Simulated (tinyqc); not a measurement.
From parabola to cone: four-band model of biased bilayer graphene near K.

Basis A1, B1, A2, B2, with B1 below A2; p = kx + i ky, v_j = (sqrt3/2) a g_j. Diagonal -U/2, -U/2, U/2, U/2; <A1|B1> = <A2|B2> = v0 p*, <B1|A2> = g1, <A1|B2> = v3 p, <A1|A2> = <B1|B2> = -v4 p*.

Inputs chosen for the exercise (near those used for Bernal bilayer graphene; not measured data): a = 2.46 angstrom (lattice constant); g0 = 3.09 eV (hopping in a layer); g1 = 0.342 eV (hopping of the dimer sites); g3 = 0 eV (skew hopping A1-B2); g4 = 0 eV (skew hopping A1-A2).

U = 0, along kx. Parabola: v0^2 k^2/g1. Hyperbola: sqrt(g1^2/4 + v0^2 k^2) - g1/2. Then bands 3 and 2 of the full matrix for +kx and band 3 for -kx.

Energies (eV):
```
k (1/angstrom)  parabola  hyperbola  band 3, +kx  band 2, +kx  band 3, -kx
0.002             0.0005     0.0005       0.0005      -0.0005       0.0005
0.005             0.0032     0.0031       0.0031      -0.0031       0.0031
0.010             0.0127     0.0122       0.0122      -0.0122       0.0122
0.020             0.0507     0.0448       0.0448      -0.0448       0.0448
0.030             0.1140     0.0902       0.0902      -0.0902       0.0902
0.050             0.3168     0.1999       0.1999      -0.1999       0.1999
0.080             0.8110     0.3827       0.3827      -0.3827       0.3827
0.120             1.8247     0.6373       0.6373      -0.6373       0.6373
```

The parabola is 4 % above the hyperbola at 0.01 and a factor 2.86 at 0.12 1/angstrom, where the slope nears v0. With g3 = g4 = 0 the hyperbola is exact, the bands are isotropic and mirror images.

(tinyqc, `OMP_NUM_THREADS=1 python tinyqc.py 1451125 1451126 out.jsonl`, Intel(R) Xeon(R) Processor @ 2.30GHz, 1 thread, shared host, about 0.06 s.)
